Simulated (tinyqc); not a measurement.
Inside a calculation. Method: Pariser-Parr-Pople SCF with singles CI, for the molecule O=c1cccccc1 (SMILES; centres numbered as the heavy atoms are written). One step of it, computed by the program tinyqc.

Question. PPP integrals. Mataga-Nishimoto: gamma = 14.399645/(R + a), a = 2 x 14.399645/(gamma_rr + gamma_ss); H_rr = -W_r - sum_(s != r) z_s gamma_rs; H_rs = beta for bonds.

Centres (angstrom, eV; a flat drawing with bonds scaled to 1.40 angstrom):
```
centre,x,y,core charge z,W,gamma_rr
1O,2.637000,0.000000,1,16.640000,15.760000
2C,1.237000,0.000000,1,11.180000,9.970000
3C,0.629000,1.261000,1,11.180000,9.970000
4C,-0.736000,1.573000,1,11.180000,9.970000
5C,-1.830000,0.700000,1,11.180000,9.970000
6C,-1.830000,-0.700000,1,11.180000,9.970000
7C,-0.736000,-1.573000,1,11.180000,9.970000
8C,0.629000,-1.261000,1,11.180000,9.970000
```

Resonance integrals (eV):
```
i,j,beta
1,2,-2.320000
2,3,-2.220000
3,4,-2.220000
4,5,-2.220000
5,6,-2.220000
6,7,-2.220000
7,8,-2.220000
8,2,-2.220000
```

Give: repulsion gamma_rs; core matrix H.

Answer.

repulsion gamma_rs (eV), lower triangle:
```
,1O,2C,3C,4C,5C,6C,7C,8C
1O,15.7600
2C,5.7158,9.9700
3C,4.1255,5.0628,9.9700
4C,2.9745,3.6293,5.0623,9.9700
5C,2.5528,3.1371,3.6303,5.0633,9.9700
6C,2.5528,3.1371,3.1375,3.6300,5.0626,9.9700
7C,2.9745,3.6293,3.1372,3.1370,3.6300,5.0633,9.9700
8C,4.1255,5.0628,3.6305,3.1372,3.1375,3.6303,5.0623,9.9700
```

core matrix H (eV), lower triangle:
```
,1O,2C,3C,4C,5C,6C,7C,8C
1O,-41.6613
2C,-2.3200,-40.5541
3C,0.0000,-2.2200,-38.9662
4C,0.0000,0.0000,-2.2200,-37.8136
5C,0.0000,0.0000,0.0000,-2.2200,-37.3936
6C,0.0000,0.0000,0.0000,0.0000,-2.2200,-37.3936
7C,0.0000,0.0000,0.0000,0.0000,0.0000,-2.2200,-37.8136
8C,0.0000,-2.2200,0.0000,0.0000,0.0000,0.0000,-2.2200,-38.9662
```
